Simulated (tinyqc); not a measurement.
Worked calculation: coherent transport through a tight-binding region between two chains. Computed by tinyqc, a small Python program that keeps every step. Settings: temperature = 300, mu = -0.02. Command: `OMP_NUM_THREADS=1 python tinyqc.py 20393 20394 out.jsonl` (the two numbers bound the seeds that draw the settings). One thread of a shared host (Intel(R) Xeon(R) Processor @ 2.60GHz), about 0.1 s of CPU time with the checks.

## Transmission at E = -0.68 eV

H of the central region (eV), lower triangle:
```
           1          2          3          4          5          6
1  -0.060000
2  -2.360000   0.380000
3   0.000000  -1.920000   0.410000
4   0.000000   0.000000  -0.740000  -0.700000
5   0.000000   0.000000   0.000000  -1.270000  -0.120000
6   0.000000   0.000000   0.000000   0.000000  -2.360000  -0.600000
```

Leads: semi-infinite chains with site energy 0:
```
parameter                           value
lead hopping t (eV)              1.470000
coupling to the left lead (eV)   1.230000
coupling to the right lead (eV)  1.370000
left contact site                       1
right contact site                      6
```

E = -0.680000 eV

Surface Green function g = (E - i sqrt(4 t^2 - E^2)) / (2 t^2); self-energy tc^2 g on each contact site; G = (E - H - Sigma)^(-1); Gamma = -2 Im Sigma; T = Gamma_L Gamma_R |G_LR|^2; local density of states -Im G_ii / pi.

g = -0.157342-0.661826i 1/eV

G (1/eV), lower triangle:
```
                     1                    2                    3                    4
1  -0.038008-0.166623i
2   0.346885-0.010842i   0.051542-0.148927i
3   0.238227+0.198821i   0.122910-0.068894i  -0.224964-0.282420i
4  -0.549123+0.320989i   0.047312+0.284927i   0.701084-0.237245i   0.909922-1.088726i
5  -0.130162-0.120904i  -0.072362+0.035656i   0.120041+0.168296i   0.364566+0.155382i
6   0.264617-0.201424i  -0.042631-0.144869i  -0.348794+0.167605i  -0.403154+0.622753i

                     5                   6
5  -0.075686-0.100509i
6   0.209583-0.107466i  0.266683-0.360626i
```

local density of states (1/eV): 0.053038  0.047405  0.089897  0.346552  0.031993  0.114791

transmission = 0.550212

## Transmission across the band

The same steps on a grid of energies.

T(E):
```
E (eV)              T
-2.79300000  0.018054
-2.51370000  0.028147
-2.23440000  0.040144
-1.95510000  0.065579
-1.67580000  0.129567
-1.39650000  0.317256
-1.11720000  0.732336
-0.83790000  0.703504
-0.55860000  0.466649
-0.27930000  0.383491
0            0.403904
0.27930000   0.481898
0.55860000   0.447872
0.83790000   0.255801
1.11720000   0.129236
1.39650000   0.073482
1.67580000   0.048895
1.95510000   0.037956
2.23440000   0.034429
2.51370000   0.037136
2.79300000   0.047951
```

levels of the isolated region (eV): -3.124768  -2.791580  -0.889637  0.443977  2.325513  3.346494

## Current

I = (2e/h) int T(E) [f(E - mu - V/2) - f(E - mu + V/2)] dE at 300 K with mu = -0.02 eV, the bias not changing H; 2e^2/h = 77.48092 microsiemens; the integral runs over the band on 4001 points.

Current:
```
V (volt)  I (microampere)
0.010000         0.310507
0.050000         1.552886
0.100000         3.107973
0.200000         6.233387
0.400000        12.600754
0.800000        26.082712
```
